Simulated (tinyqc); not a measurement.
A square-lattice strip 3 sites wide in a magnetic flux, recursive Green functions: one step of the calculation.

The device has N = 3 slices of 3 site(s), nearest-neighbour hopping -t, and site energies U; the leads are semi-infinite continuations with site energy 0 and no flux. The hopping from slice i to i + 1 inside the device carries the phase exp(2 pi i f j) on row j = 1, 2, ...: V = <i+1|H|i> = -t diag(exp(2 pi i f j)).

Problem. Slice 1. Forward pass: g_1 = (E - H_1 - Sigma)^(-1), g_i = (E - H_i - V g_(i-1) V^dagger)^(-1), with Sigma also subtracted on the last slice; G_(i,1) = g_i V G_(i-1,1), starting from g_1. H_i is the block of slice i: its site energies on the diagonal and -t between neighbouring rows.

Parameters, values chosen for the exercise:
- t = 2.6 eV (hopping (matrix element -t))
- U = [-2.25, -2.98, 0.65, 3.02, 0.2, 3.03, 2.74, 1.94, -0.85] eV (site energies, slice by slice (3 a slice))
- E = -6.56 eV (energy)

Sigma (eV):
```
                       1                      2                      3
1  -1.1779633-0.5409490i  -0.2587981-0.7650174i   0.1024368-0.5409490i
2  -0.2587981-0.7650174i  -1.0755265-1.0818980i  -0.2587981-0.7650174i
3   0.1024368-0.5409490i  -0.2587981-0.7650174i  -1.1779633-0.5409490i
```

Give: g_1.

Solution.

g_1 (1/eV):
```
                 1               2                3
1  -0.1202-0.1401i  0.1314-0.1887i   0.1072-0.0716i
2   0.1314-0.1887i  0.0244-0.2543i   0.0672-0.0964i
3   0.1072-0.0716i  0.0672-0.0964i  -0.1138-0.0366i
```

tinyqc, about 0.01 s, one thread, Intel Xeon 2.30GHz (shared host): `OMP_NUM_THREADS=1 python tinyqc.py 2660103 2660104 out.jsonl`
